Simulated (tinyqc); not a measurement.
Comparisons within one model: band offset of a heterojunction with an interface dipole (two-band chains, self-consistent charge). A value that a table varies takes the place of the one given here.

Sites alternate A, C. Left: A at -G1/2, C at +G1/2, hopping -t1; right: A at D - G2/2, C at D + G2/2, hopping -t2; the bonds across the two interfaces of a ring (C left to A right, C right to A left) have -sqrt(t1 t2). D is the offset of the mid-gaps, so Ev(right) - Ev(left) = D - (G2 - G1)/2 and Ec(right) - Ec(left) = D + (G2 - G1)/2. The closing bond has its sign reversed (antiperiodic ring). Half the levels are filled with two electrons each. The charge moved is q = (electrons on the left) less one a site; the mean over the two interfaces, q/2, is taken as the charge that crosses each, and its dipole opposes the offset: D = D0 - u q/2.

From here on the ring has 24 cells a side.

Values chosen for the exercise (gaps near those of Si and Ge; the chains and D0 are free models, so the offsets are not those of the real pair; shifted at random, so the results belong to these values and not to a real crystal):
- G1 = 1.13 eV (gap on the left)
- G2 = 0.72 eV (gap on the right)
- t1 = 2.35 eV (hopping on the left)
- t2 = 2.04 eV (hopping on the right)
- u = 3.6 eV (potential step per electron moved across)
- D0 = -0.3 eV (mid-gap of the right side above that of the left, without dipole)

## Where the moved charge sits

D = -0.14672 eV

Electrons in cell k from an interface at the self-consistent D, less those at D = 0. Interface 1 joins C left to A right, interface 2 C right to A left. The decay lengths 1/(2 kappa a) are those of mid-gap states, cosh(kappa a) = 1 + G^2/(8 t^2).

Change of the electron count:
```
k  left of 1  right of 1  left of 2  right of 2
1   -0.01864     0.01652   -0.02005     0.01788
2   -0.00942     0.00876   -0.01020     0.00949
3   -0.00533     0.00542   -0.00577     0.00585
4   -0.00309     0.00347   -0.00335     0.00374
5   -0.00181     0.00227   -0.00196     0.00243
6   -0.00107     0.00150   -0.00116     0.00161
```

decay lengths (cells): left 2.085, right 2.837

What does this show, and why?

Over six cells interface 1 moves -0.0394 electrons to the left side and +0.0380 to the right, interface 2 -0.0425 and +0.0410: each change is a dipole, and the two differ because the bonds join different sites. The first cells hold 45 % of it at interface 1. The tail is longer on the right, where the gap is smaller against the hopping: from k = 2 to 4 it falls by a factor 2.52, and pure mid-gap decay would give 2.02; the exponential carries a prefactor that falls as a power of the distance, so the first cells drop faster.

## Screening of the starting offset

chi = 0.578255 1/eV

D0 is varied; the self-consistent D is found by bisection. chi = dq/dD at D = 0; the linear rule is D = S D0 with S = 1/(1 + u chi/2). The gap of the junction closes (type III) at |D| = (G1 + G2)/2.

Against D0:
```
2 D0/(G1 + G2)  D0 (eV)  q at D0   D (eV)    D/D0  linear (eV)
-0.85            -0.786  -0.5218  -0.3801  0.4835      -0.3853
-0.55            -0.509  -0.3088  -0.2479  0.4873      -0.2493
-0.30            -0.278  -0.1627  -0.1357  0.4892      -0.1360
-0.15            -0.139  -0.0805  -0.0680  0.4898      -0.0680
0.10              0.092   0.0536   0.0453  0.4899       0.0453
0.25              0.231   0.1350   0.1132  0.4894       0.1133
0.50              0.463   0.2782   0.2256  0.4877       0.2266
0.80              0.740   0.4808   0.3583  0.4842       0.3626
0.95              0.879   0.6196   0.4234  0.4818       0.4306
```

How do the results move?

D/D0 lies between 0.482 and 0.490, against S = 0.490 from chi at D = 0; the linear rule misses by at most 7 meV. q is odd in D. About half of the starting offset survives.

## Wider gaps screen less

G2 is varied. chi = (q(+0.01) - q(-0.01))/0.02 at D = 0, S = 1/(1 + u chi/2).

Against G2:
```
G2 (eV)  chi (1/eV)       S
0.7         0.58476  0.4872
1.1         0.47952  0.5367
1.5         0.40791  0.5766
2.3         0.31299  0.6396
3.4         0.23213  0.7053
5.5         0.14373  0.7945
7.0         0.10595  0.8398
9.0         0.07285  0.8841
```

What can be read from the table?

chi falls from 0.5848 to 0.0728 1/eV, a factor 8.0, and S rises from 0.487 to 0.884: charge crosses through the tails of states that tunnel into the other gap, and these shorten as the gap widens. u is kept fixed, though a wider gap also screens less and would raise it.

## What each parameter does

Self-consistent D by bisection, q there, and the two offsets. Each row changes one parameter from the base and keeps the others.

Results:
```
case             D (eV)        q  valence offset (eV)  conduction offset (eV)
base            -0.1467  -0.0852               0.0583                 -0.3517
G1 = 1.299 eV   -0.1529  -0.0817               0.1366                 -0.4424
G2 = 0.828 eV   -0.1511  -0.0827              -0.0001                 -0.3021
t1 = 2.702 eV   -0.1469  -0.0851               0.0581                 -0.3519
t2 = 2.346 eV   -0.1468  -0.0851               0.0582                 -0.3518
D0 = -0.345 eV  -0.1686  -0.0980               0.0364                 -0.3736
u = 4.14 eV     -0.1363  -0.0791               0.0687                 -0.3413
```

How do the results move?

The largest shifts from the base row, up to three for each result and ties (the steps differ in size, so this ranks the rows, not the parameters). D (eV): D0 -0.0219, u +0.0104, G1 -0.0062. q: D0 -0.0128, u +0.0061, G1 +0.0034. valence offset (eV): G1 +0.0783, G2 -0.0583, D0 -0.0219. conduction offset (eV): G1 -0.0907, G2 +0.0497, D0 -0.0219.

Run: tinyqc, `OMP_NUM_THREADS=1 python tinyqc.py 1451902 1451903 out.jsonl`; Intel(R) Xeon(R) Processor @ 2.30GHz, one thread, shared host; about 0.4 s of CPU time with all checks.
